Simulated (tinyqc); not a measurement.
Modulation-doped quantum well, Poisson-Schroedinger loop: one step of the calculation.

A well of width L centred at z = 0 between barriers Vb; effective-mass electrons in two equivalent valleys, parabolic bands. The electrons come from donor sheets outside the mesh, a share fL of Ns on the left and the rest on the right, so the structure is neutral. Energies are counted from the band edge of the well, with U = 0 on the first node in the Hartree part.

Question. Levels and probability densities. Tridiagonal Hamiltonian with psi = 0 one step beyond both ends: H_ii = C (1/m_(i-1/2) + 1/m_(i+1/2))/hz^2 + V0_i + U_i, H_(i,i+1) = -C/(m_(i+1/2) hz^2), C = hbar^2/(2 m0). The lowest 2 level(s) are kept, normalised to hz sum |psi|^2 = 1.

Values chosen for this exercise:
- hz = 0.5334 nm (mesh step)

Constants: q = 1.602176634e-19 C, hbar = 1.054571817e-34 J s, m0 = 9.1093837015e-31 kg, hbar^2/(2 m0) = 0.0380998212 eV nm^2. Results are converted to the units shown.

```
node  fixed potential V0 (eV)  U after round 1 (eV)
1                  0.19900000           0.000000000
2                  0.19900000           0.003682973
3                  0.19900000           0.007365893
4                  0.19900000           0.011048354
5                  0.19900000           0.014726826
6                  0.00000000           0.018370867
7                  0.00000000           0.021715532
8                  0.00000000           0.024326220
9                  0.00000000           0.025766626
10                 0.00000000           0.025766626
11                 0.00000000           0.024326220
12                 0.00000000           0.021715532
13                 0.00000000           0.018370867
14                 0.19900000           0.014726826
15                 0.19900000           0.011048354
16                 0.19900000           0.007365893
17                 0.19900000           0.003682973
18                 0.19900000           0.000000000
```

mass on the intervals 1/2, 3/2, ... (mean of both at an interface) (m0): 0.926  0.926  0.926  0.926  0.926  0.931  0.936  0.936  0.936  0.936  0.936  0.936  0.936  0.931  0.926  0.926  0.926  0.926  0.926

Find: levels; |psi|^2 of E1; |psi|^2 of E2.

Answer.

levels (eV): E1 0.037831, E2 0.076097

```
node  |psi|^2 of E1 (1/nm)  |psi|^2 of E2 (1/nm)
1                  0.00000               0.00002
2                  0.00002               0.00015
3                  0.00016               0.00096
4                  0.00127               0.00604
5                  0.01023               0.03856
6                  0.08447               0.25358
7                  0.19504               0.37116
8                  0.29470               0.23360
9                  0.35149               0.03331
10                 0.35149               0.03331
11                 0.29470               0.23360
12                 0.19504               0.37116
13                 0.08447               0.25358
14                 0.01023               0.03856
15                 0.00127               0.00604
16                 0.00016               0.00096
17                 0.00002               0.00015
18                 0.00000               0.00002
```

Computed by the program tinyqc: `OMP_NUM_THREADS=1 python tinyqc.py 2140136 2140137 out.jsonl`, one thread of a shared Intel Xeon 2.30GHz, about 0.2 s for the whole run.
